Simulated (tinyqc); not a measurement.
# Series resistance and mobility from two gate lengths

Problem. At small Vds the total resistance times width is 2 Rs + L/(mu Q), with the same mu and Q at both lengths. Find mu and Rs.

total resistance at L = 40 and 250 nm (ohm um): 489.93352  1487.0845
Q = 1.62 uC/cm^2

Solution. The slope against L is 1/(mu Q), and the intercept at L = 0 is 2 Rs.

mu = 130 cm^2/(V s)
Rs = 150 ohm um

Numbers from tinyqc (`OMP_NUM_THREADS=1 python tinyqc.py 2380003 2380004 out.jsonl`; about 0.01 s on one thread of a shared Intel Xeon 2.30GHz).
